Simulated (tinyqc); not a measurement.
# Saddle-point parameters from gate and bias data

Question. In a saddle-point contact at zero temperature mu - V0 = al (Vg - Vp), riser n is centred where this equals wy (n + 1/2), its largest slope is dg/dmu = pi/(2 wx) (neighbouring modes neglected), and in bias spectroscopy neighbouring risers meet at q V = wy. Find al, Vp and wx.

gate voltages at the middle of the first and second risers (V): -0.51870056  -0.49610169
largest dg/dVg on a riser = 198.59354 1/V
bias at which two neighbouring risers meet = 4 mV

Solution. The bias gives wy, the gate spacing then gives al = wy/(Vg2 - Vg1), and the slope gives wx = al pi/(2 dg/dVg).

lever arm al = 0.1770 eV/V
Vp = -0.5300 V
wx = 1.400 meV

Numbers from tinyqc (`OMP_NUM_THREADS=1 python tinyqc.py 2740017 2740018 out.jsonl`; about 0.04 s on one thread of a shared Intel Xeon 2.30GHz).
